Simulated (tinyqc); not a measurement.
# Permittivity of the insulator from five potentials

Inverse problem. A node lies on a semiconductor-insulator interface. Steps: hs = tb/1 down into the semiconductor, ho = tox/1 up into the insulator, hy = L/4 sideways. The flux balance of its box reads eox (hy/ho)(above - node) + eps_r (hy/hs)(below - node) + [(eps_r hs + eox ho)/(2 hy)](left + right - 2 node) - q Na (hs/2) hy/eps0 = 0. Find eox.

Parameters, values chosen for the exercise; semiconductor permittivity close to that of silicon:
```
symbol,value,unit,meaning
eps_r,11.7,,relative permittivity of the semiconductor
tb,8,nm,half the body thickness
tox,4,nm,insulator thickness
L,41,nm,channel length
Na,0,cm^-3,acceptor density of the depleted body
```

Constants: q = 1.602176634e-19 C, eps0 = 8.8541878128e-14 F/cm where lengths are in cm. Results are converted to the units shown.

psi (V): node 0.038383470, above -0.02, below 0.13762983, left 0.066870456, right 0.21349705

Answer. The balance is linear in eox.

eox = 22.00

Computed by the program tinyqc: `OMP_NUM_THREADS=1 python tinyqc.py 2480055 2480056 out.jsonl`, one thread of a shared Intel Xeon 2.30GHz, about 0.09 s for the whole run.
